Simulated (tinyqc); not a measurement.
Equilibrium crystal shape, supported particles, Gibbs-Thomson effect and coarsening. From one set of inputs to another, one input at a time. Computed by tinyqc, a small Python program. Command: `OMP_NUM_THREADS=1 python tinyqc.py 3000528 3000529 out.jsonl wulff ladder`. One thread of a shared host (Intel(R) Xeon(R) Processor @ 2.30GHz), about 0.2 s of CPU time with the checks.

A cubic crystal bounded by {100}, {110} and {111} facets only.

The inputs printed are set A. Inputs not listed in the table keep their values of set A, so the rows need not describe a real material.

Inputs (values chosen for the exercise, for a model cubic crystal):

| quantity | value | unit |
|---|---|---|
| atomic volume Omega | 16.95 | angstrom^3 |
| atoms in the particle N | 7400 | - |
| temperature T | 1000 | K |
| precipitate interface energy gamma_i | 0.4 | J/m^2 |
| solubility x_inf at a flat interface | 0.0024 | - |
| diffusivity D | 2.5e-19 | m^2/s |
| mean radius at the start r0 | 4 | nm |
| time t | 96000 | s |

Surface energies: given.

surface energies gamma(100), gamma(110), gamma(111) (J/m^2): 1.14  1.31  1.08

Constants: e = 1.602176634e-19 C; k_B = 8.617333262e-05 eV/K; k_B = 1.380649e-23 J/K.

Method:
- The energies and Omega are given.
- Wulff construction: the facet planes lie at distances lambda gamma from the centre, and the shape is the region inside all of them; V = (1/3) sum of area x distance. gamma_mean = sum A gamma / sum A; shape factor eta = A/V^(2/3) (4.836 for a sphere). lambda follows from V = N Omega.
- For the Wulff shape mu - mu(bulk) = 2 Omega gamma/h, with gamma and h = lambda gamma the energy and distance of any one facet plane, here (111); the vapour pressure rises by exp[(mu - mu(bulk))/(k_B T)].
- Spherical precipitates of nearly pure solute with atomic volume Omega: x(r) = x_inf exp(l/r), l = 2 gamma_i Omega/(k_B T). Diffusion-limited coarsening at small volume fraction (Lifshitz-Slyozov-Wagner): r^3 = r0^3 + K t, K = (4/9) D x_inf l; the number density falls as (r0/r)^3. The steady size distribution is assumed from the start, and D and x_inf are inputs that do not follow T.

Each row keeps all changes above it:

| input moved | from | to | pressure ratio | gamma_mean (J/m^2) | capillary length l (nm) |
|---|---|---|---|---|---|
| set A | - | - | 2.5745 | 1.1028 | 0.98215 |
| solubility x_inf at a flat interface | 0.0024 | 1.4e-05 | 2.5745 | 1.1028 | 0.98215 |
| precipitate interface energy gamma_i (J/m^2) | 0.4 | 0.084 | 2.5745 | 1.1028 | 0.20625 |
| temperature T (K) | 1000 | 650 | 4.2840 | 1.1028 | 0.31731 |
| diffusivity D (m^2/s) | 2.5e-19 | 7.6e-20 | 4.2840 | 1.1028 | 0.31731 |
| atoms in the particle N | 7400 | 190000 | 1.6375 | 1.1028 | 0.31731 |
| time t (s) | 96000 | 160000 | 1.6375 | 1.1028 | 0.31731 |
| mean radius at the start r0 (nm) | 4 | 1.1 | 1.6375 | 1.1028 | 0.31731 |

Pressure ratio goes from 2.57 to 1.64, a factor 0.636 in all. The largest single move comes from atoms in the particle N (a factor 0.382), and temperature T works against it (a factor 1.66). Capillary length l goes from 0.982 to 0.317, a factor 0.323 in all. The largest single move comes from precipitate interface energy gamma_i (a factor 0.210), and temperature T works against it (a factor 1.54). The single moves hold for this order of the switches; the total does not depend on the order.

Caution (rows mean radius at the start r0): l is not small against r0, so the linearised Gibbs-Thomson law behind the coarsening rate is rough.

Extremes, crossings and ranges named in words are read from the listed rows.
